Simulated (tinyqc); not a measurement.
# Equilibrium and kinetic segregation of a solute to boundaries and growing surfaces, step by step

A worked calculation. Computed by tinyqc, a small Python program that keeps every step. Command: `OMP_NUM_THREADS=1 python tinyqc.py 3024432 3024433 out.jsonl segreg walk`. One thread of a shared host (Intel(R) Xeon(R) Processor @ 2.30GHz), about 0.01 s of CPU time with the checks. Intermediate numbers are printed to about 5 digits and carried at full precision; extremes and crossings named in words are read from the listed rows.

Inputs (values chosen for the exercise, modelled on arsenic in polycrystalline silicon): segregation energy Q = 0.406 eV; interaction z w (positive attracts) = 0.096 eV; total solute fraction x0 = 0.0035; temperature T = 1325 K; grain size d = 25 nm; boundary thickness delta = 0.72 nm; atomic volume Omega = 20.02 angstrom^3; clean boundary energy gamma_0 = 0.68 J/m^2; bulk diffusivity D = 1.2e-18 m^2/s; anneal time t = 600 s; exchange barrier E_b = 1.56 eV; surface segregation energy E_s = 0.22 eV; growth temperature T_g = 750 K; growth rate = 0.2 monolayers/s; mixing = 0.5.

Isotherm: Fowler-Guggenheim.

Constants: k_B = 8.617333262e-05 eV/K; 1 eV/angstrom^2 = 16.02176634 J/m^2.

## Coverage for very large grains, by iteration

With theta the solute fraction on boundary sites and x that in the grains, theta/(1 - theta) = [x/(1 - x)] exp[(Q + z w theta)/(k_B T)]. The coverage theta_inf is that for x = x0. Start at theta = 0; theta(new) = theta + mixing (theta(out) - theta); stop below 1e-10, 80 steps at most.

Iteration:
```
step  theta in  theta out    out - in
1      0.00000    0.10952  1.0952e-01
2      0.05476    0.11409  5.9330e-02
3      0.08442    0.11663  3.2210e-02
4      0.10053    0.11804  1.7507e-02
5      0.10928    0.11880  9.5221e-03
6      0.11404    0.11922  5.1807e-03
...        ...        ...         ...
31     0.11973    0.11973  1.2890e-09
32     0.11973    0.11973  7.0160e-10
33     0.11973    0.11973  3.8189e-10
34     0.11973    0.11973  2.0786e-10
35     0.11973    0.11973  1.1314e-10
36     0.11973    0.11973  6.1583e-11
```

coverage theta_inf = 0.11973

last residual = 6.1583e-11

Converged; without interaction theta would be 0.1095.

## Depletion of small grains

Finite grains: boundary sites are the fraction f = 3 delta/d, and x0 = (1 - f) x + f theta; solve both equations for theta; share at boundaries = f theta/x0.

site fraction f = 0.0864

coverage theta = 0.031081

fraction x left in the grains = 8.9167e-04

share of solute at boundaries = 76.725 %

enrichment theta/x = 34.857

77 % of the solute sits at boundaries; for a dopant that share is electrically lost. The supply limits the coverage, which stays well below theta_inf.

## Boundary energy

Gibbs adsorption for this isotherm in a dilute matrix: gamma = gamma_0 + Gam_0 [k_B T ln(1 - theta) + z w theta^2/2], Gam_0 = delta/Omega sites per area.

Gam_0 = 35.964 1/nm^2

boundary energy gamma = 0.65949 J/m^2

Segregation lowers gamma by 3.0 %, and the driving force of grain growth with it.

## How fast the boundary fills

McLean kinetics from a uniform start, fed from both sides, with a constant enrichment beta = theta_inf/x0: (theta - x0)/(theta_inf - x0) = 1 - exp(s^2) erfc(s), s = 2 sqrt(D t)/(beta delta); half filling at s = 0.7691, t = (0.7691 beta delta/2)^2/D. D is an input and does not follow T.

s = 2.1789

degree of filling = 0.76246

time to half filling = 74.754 s

diffusion length sqrt(D t) = 26.833 nm

Caution: sqrt(D t) reaches across the grain, so the semi-infinite solution overstates the filling. Caution: half of theta_inf exceeds the equilibrium coverage of grains of this size, so half filling is never reached in them. Caution: by the time of half filling the diffusion length reaches across the grain, so the real time is longer or half filling is never reached.

## Segregation at a growing surface

Two-state exchange during growth, dilute: jump up r_u = nu exp(-E_b/(k_B T_g)), jump back r_d = r_u exp(-E_s/(k_B T_g)), nu = 1e13 1/s. In the time 1/R of one monolayer the share carried up is p = [r_u/(r_u + r_d)] [1 - exp(-(r_u + r_d)/R)]; the tail decays as p^n, length -1/ln p monolayers; the equilibrium limit has p = r_u/(r_u + r_d).

r_u = 329.05 1/s

r_d = 10.938 1/s

share carried up p = 0.96783

decay length = 30.581 monolayers

Exchange is fast against growth: the equilibrium regime, where heating shortens the tail.

## Tail length against growth temperature

The formulas are those given above.

Exchange model:
```
T_g (K)       r_u/R        p  length (monolayers)  equilibrium limit
494      6.0797e-03  0.00606                0.196             176.06
528      6.4375e-02  0.06233                0.360             126.37
557      3.8368e-01  0.31807                0.873              98.35
585      1.8179e+00  0.83077                5.394              79.08
608      5.8608e+00  0.98264               57.106              67.12
631      1.7350e+01  0.98281               57.664              57.66
666      7.8358e+01  0.97882               46.714              46.71
717      5.4170e+02  0.97237               35.684              35.68
803      8.0932e+03  0.96005               24.527              24.53
```

The length peaks among these rows at 631 K with 57.7 monolayers. Below, exchange freezes (r_u/R = 0.0061 in the first row); above, the length follows the equilibrium limit, about exp(E_s/(k_B T)), down to 24.5.

## Coverage against grain size

The formulas are those given above.

At T:
```
d (nm)    theta  x in the grains  share at boundaries (%)
15      0.02077        0.0005949                   85.451
30      0.03548        0.0010187                   72.991
60      0.05488        0.0015811                   56.452
120     0.07542        0.0021817                   38.788
250     0.09350        0.0027156                   23.082
500     0.10505        0.0030594                   12.966
1000    0.11192        0.0032653                    6.907
5000    0.11808        0.0034505                    1.457
```

From the largest grains to the smallest the share at boundaries rises from 1.5 to 85 %, and x/x0 falls to 0.17. In the dilute limit x/x0 = 1/(1 - f + f exp(Q/(k_B T))), which gives 0.17 at 15 nm.

Checks made by the program: mass balance (relative difference below 1e-10).
